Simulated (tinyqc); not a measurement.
## Narrowing from the saturation current

Inverse problem. A uniform n-type emitter has J0 = (q p0 D/L)(s + tanh(W/L))/(1 + s tanh(W/L)), D = mup Vt, s = S L/D, and p0 = (ni^2/N) exp(dE_app/kB T), where dE_app = dEg + kB T ln[(N/Nc) exp(-eta)]. Find p0, dE_app and dEg.

Parameters, values chosen for the exercise; band and dielectric values close to those of silicon:
- T = 300 K (temperature)
- Nc = 2.84e19 cm^-3 (conduction-band density of states at 300 K)
- N = 2.2e19 cm^-3 (ionised donor density)
- mup = 160 cm^2/(V s) (minority-hole mobility)
- W = 260 nm (emitter width)
- S = 6900 cm/s (recombination velocity at the contact)

Constants: q = 1.602176634e-19 C, kB = 1.380649e-23 J/K, Vt = kB T/q. Results are converted to the units shown.

J0 = 52.283111 fA/cm^2
L = 2063.9096 nm
ni = 8.8450412e9 cm^-3
converged eta = 0.015629660

Solution. J0 gives p0, its ratio to ni^2/N gives dE_app, and the degeneracy term is taken off.

p0 = 36.2 cm^-3
dE_app = 60.0 meV
dEg = 67.0 meV

Computed by the program tinyqc: `OMP_NUM_THREADS=1 python tinyqc.py 2330157 2330158 out.jsonl`, one thread of a shared Intel Xeon 2.30GHz, about 0.01 s for the whole run.
